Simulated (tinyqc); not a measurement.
# Off-state leakage of single and stacked transistors: subthreshold current against the height of the stack

n-channel devices of unit width. Subthreshold current I(Vg, Vs, Vd) = I0 (T/300 K)^0.5 exp[(Vg - Vs - VT(T) - gb (Vs - Vb) + dd (Vd - Vs))/(nf Vt)] (1 - exp(-(Vd - Vs)/Vt)), VT(T) = VT - cT (T - 300 K). Gate-edge tunnelling Ig (Vd/1 V) exp(ag (Vd - 1 V)), for a gate at 0 V, and band-to-band leakage Ab u exp(-Bb/u), u = Vd - Vb + 1 V, flow at a drain held at V; both are taken as independent of T. In a stack of off transistors (all gates at 0 V) the same subthreshold current passes through each.

All n gates at 0 V, bottom source at 0 V, top drain at V; node voltages follow from equal currents.

Parameters, values chosen for the exercise; values of the order met in bulk silicon logic transistors:
- T = 300 K (temperature)
- V = 1.2 V (supply voltage)
- VT = 0.44 V (threshold at 300 K, zero drain and body bias)
- cT = 1 mV/K (fall of the threshold with temperature)
- I0 = 0.4 uA/um (current at threshold at 300 K)
- nf = 1.55 (slope factor)
- dd = 0.18 (drain-induced lowering per volt)
- gb = 0.11 (rise of the threshold per volt of source-body bias)
- Vb = 0 V (body voltage)

Constants: q = 1.602176634e-19 C, kB = 1.380649e-23 J/K, Vt = kB T/q. Results are converted to the units shown.

Subthreshold current against the height of the stack:

| n | I (nA/um) | reduction factor | drain voltage of the bottom device (mV) | source voltage of the top device (mV) | voltage across the top device (V) |
|---|---|---|---|---|---|
| 1 | 1.494 | 1.000 | 1200 | 0 | 1.200 |
| 2 | 0.01314 | 113.7 | 147.0 | 147.0 | 1.053 |
| 3 | 0.005470 | 273.1 | 31.01 | 174.3 | 1.026 |
| 4 | 0.003453 | 432.6 | 16.46 | 188.5 | 1.011 |
| 5 | 0.002525 | 591.5 | 11.24 | 198.3 | 1.002 |
| 6 | 0.001991 | 750.1 | 8.541 | 205.6 | 0.9944 |

The second transistor cuts the current by a factor of 114, the third by a further 2.40 and the sixth by 1.27. The top device keeps 82.9 % of the supply at n = 6, while the drain voltage of the bottom one falls to 0.330 Vt.

Computed by the program tinyqc: `OMP_NUM_THREADS=1 python tinyqc.py 2242104 2242105 out.jsonl`, one thread of a shared Intel Xeon 2.30GHz, about 0.03 s for the whole run.
